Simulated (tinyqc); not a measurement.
## Crystallisation kinetics and data retention of a phase-change cell: retention against temperature

Johnson-Mehl-Avrami-Kolmogorov law X = 1 - exp(-y^n), y = integral of k dt, k = (1/100 s) exp[-(Ec q/kB)(1/T - 1/T1)].

At fixed T the state fails at t = (-ln(1 - Xf))^(1/n)/k; ten years are 3.15576e8 s.

Values chosen for this exercise; values of the order of Ge-Sb-Te and related chalcogenides:
- Ec = 2.45 eV (activation energy of crystallisation)
- T1 = 414 K (temperature at which the rate k is 1/(100 s))
- n = 4 (Avrami exponent)
- Xf = 0.4 (crystalline share at which the state is lost)

Constants: q = 1.602176634e-19 C, kB = 1.380649e-23 J/K. Results are converted to the units shown.

Results:

| T (K) | k (1/s) | time to fail (s) |
|---|---|---|
| 314 | 3.174e-12 | 2.663e11 |
| 329 | 1.970e-10 | 4.291e9 |
| 344 | 8.531e-9 | 9.910e7 |
| 374 | 6.459e-6 | 1.309e5 |
| 389 | 1.211e-4 | 6980 |
| 404 | 0.001827 | 462.7 |
| 419 | 0.02269 | 37.25 |
| 434 | 0.2368 | 3.570 |

Estimate the missing row, T = 359 K.

Computed row:

| T (K) | k (1/s) | time to fail (s) |
|---|---|---|
| 359 | 2.696e-7 | 3.136e6 |

With this row back in the table: The time to fail falls from 2.66e11 to 3.57 s, a decade every 8.37 K at the cold end; ten years need T below 339.2 K.

Range of the model: One Arrhenius rate is assumed; incubation, growth from the boundary and the non-Arrhenius kinetics of the supercooled liquid are left out.

Numbers from tinyqc (`OMP_NUM_THREADS=1 python tinyqc.py 2490139 2490140 out.jsonl`; about 0.04 s on one thread of a shared Intel Xeon 2.30GHz).
